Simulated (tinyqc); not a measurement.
Inside a calculation. Method: lattice vibrations of a chain. One step of it, computed by the program tinyqc.

Problem. Frequencies. omega^2 are the eigenvalues; wavenumber = 521.4708 sqrt(eigenvalue) 1/cm.

D(q) (eV/(angstrom^2 u)):
$$\begin{pmatrix}
0.912134 & -0.983675 & 0.078705+0.167256i \\
-0.983675 & 2.807292 & -0.509351 \\
0.078705-0.167256i & -0.509351 & 0.325043
\end{pmatrix}$$

Give: eigenvalues; wavenumbers; weights |e|^2 of the mass-weighted modes.

Solution.

eigenvalues: [0.1328, 0.6007, 3.3110]

wavenumbers (1/cm): [190.0, 404.2, 948.9]

weights |e|^2 of the mass-weighted modes, order atom 1, atom 2, atom 3:
$$\begin{pmatrix}
0.1713 & 0.6842 & 0.1445 \\
0.0778 & 0.0946 & 0.8276 \\
0.7509 & 0.2211 & 0.0279
\end{pmatrix}$$
